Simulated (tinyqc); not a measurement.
Kinetics of strain relaxation and threading dislocations in mismatched semiconductor layers: one step, computed by the program tinyqc. Command: `OMP_NUM_THREADS=1 python tinyqc.py 3022669 3022670 out.jsonl threading walk`. One thread of a shared host (Intel(R) Xeon(R) Processor @ 2.30GHz), about 0.01 s of CPU time with the checks.

60-degree dislocations on {111} planes of a (001) layer, isotropic elasticity. The Schmid factor is 1/sqrt(6), and a misfit segment relieves strain with b/2.

Problem. Relaxation in the anneal. Excess resolved stress tau = (1/sqrt 6) [2 G (1 + nu)/(1 - nu)] (e - e_eq), e_eq = b (1 - nu/4) [ln(h/b) + 1]/(4 pi (1 + nu) h), the Matthews-Blakeslee strain of an uncapped layer; glide velocity v = v0 tau exp(-Q/(k_B T)), tau in MPa. Threads run in two directions, so de/dt = -(b/4) rho v, with rho fixed. With x = e - e_eq, x0 = f - e_eq (fully strained at t = 0) and v = m S x (m the mobility, S x = tau): x = x0 exp(-t/t_r), t_r = 4/(b rho_0 m S). The half time is that at which x = x0/2.

Inputs (values chosen for the exercise, modelled on Ge on Si):
```
quantity                        value      unit
misfit f                       0.0444         -
shear modulus G                  58.2       GPa
Poisson ratio nu                 0.26         -
Burgers vector b                    4  angstrom
anneal temperature T              723         K
anneal time t                    4600         s
initial thread density rho_0    54000    1/cm^2
multiplication constant delta   34000       1/m
```

Sources: fixed density of threads.

mobility v/tau = 7.245841e-08 m/s per MPa

equilibrium strain e_eq = 0.005376195

Give: strain left e; share of the excess strain relieved; thread density; half time.

Solution.

strain left e = 0.014472

share of the excess strain relieved = 76.691 %

thread density = 54000 1/cm^2

half time = 2189.4 s

Relaxation is under way. The misfit lines laid down are 0.0067 micrometre apart. Caution: at stresses above about 1 GPa the linear velocity law understates glide, as stress lowers the kink barrier. Caution: at such misfit the layer islands and relaxes during the first nanometres, so a uniform strained start is an idealisation. Caution: blocking of threads by crossing misfit lines, left out here, leaves real layers with more strain.
